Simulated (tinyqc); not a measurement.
Band bending at a free surface with one surface level, surface photovoltage and Kelvin probe: two steps of the calculation.

n-type bulk, xi = Ec - EF = Vt ln(Nc/Nd), p0 = ni^2/Nd, ni = sqrt(Nc Nv) exp(-Eg/(2 Vt)), Eg in volts. b is the upward band bending, u = b/Vt. Space charge per area, in units of q: Qc = sign(b) sqrt((2 eps0 eps_r Vt/q) [(Nd + dn)(exp(-u) - 1) + Nd u + (p0 + dn)(exp(u) - 1)]), with dn the excess density under light (flat quasi-Fermi levels; 0 in the dark). The level holds -Ns f, f = 1/(1 + exp((xi + b - Es)/Vt)). Neutrality: Qc + Qf + (charge of the states) = 0.

Values chosen for this exercise; band and dielectric values close to those of indium phosphide:
- T = 300 K (temperature)
- Eg = 1.32 eV (band gap)
- eps_r = 12.3 (relative permittivity)
- Nc = 5.81e17 cm^-3 (conduction-band density of states at T)
- Nv = 1.1e19 cm^-3 (valence-band density of states at T)
- Nd = 1.2e16 cm^-3 (donor density)
- Qf = 0 cm^-2 (fixed positive charge at the surface)
- Ns = 3.5e11 cm^-2 (density of an acceptor-like surface level)
- Es = 0.36 eV (its depth below the conduction edge)
- dn = 3.8e13 cm^-3 (excess carrier density under light)

Constants: q = 1.602176634e-19 C, kB = 1.380649e-23 J/K, Vt = kB T/q, eps0 = 8.8541878128e-14 F/cm where lengths are in cm. Results are converted to the units shown.

Task 1. Charges against band bending. Evaluate Qc, the surface charge Qf - Ns f and their sum in the dark; the root lies where the sum changes sign.

| point | b (V) |
|---|---|
| 0 | 0.076 |
| 1 | 0.127 |
| 2 | 0.178 |
| 3 | 0.229 |
| 4 | 0.28 |
| 5 | 0.331 |
| 6 | 0.382 |

Find: Qc; surface charge; sum.

Result 1.

| point | Qc (cm^-2) | surface charge (cm^-2) | sum (cm^-2) |
|---|---|---|---|
| 0 | 9.167e10 | -3.497e11 | -2.580e11 |
| 1 | 1.286e11 | -3.479e11 | -2.194e11 |
| 2 | 1.576e11 | -3.358e11 | -1.782e11 |
| 3 | 1.820e11 | -2.682e11 | -8.615e10 |
| 4 | 2.036e11 | -1.096e11 | 9.401e10 |
| 5 | 2.231e11 | -2.087e10 | 2.022e11 |
| 6 | 2.410e11 | -3.060e9 | 2.380e11 |

The sum rises steadily with b, so there is one root; bisection gives b = 0.25434 V.

Task 2. Surface photovoltage. Under chopped light the surface charge keeps its dark value, so b falls to bL with Qc(bL, dn) = Qc(b, 0); the photovoltage is b - bL. Qc rises with b, so bL follows by bisection.

converged b = 0.25434085 V

Find: bL; photovoltage; share of b removed; excess holes at the surface, dn exp(bL/Vt).

Result 2.

bL = 0.1771 V
photovoltage = 77.22 mV
share of b removed = 30.36 %
excess holes at the surface, dn exp(bL/Vt) = 3.591e16 cm^-3

Numbers from tinyqc (`OMP_NUM_THREADS=1 python tinyqc.py 2430128 2430129 out.jsonl`; about 0.01 s on one thread of a shared Intel Xeon 2.30GHz).
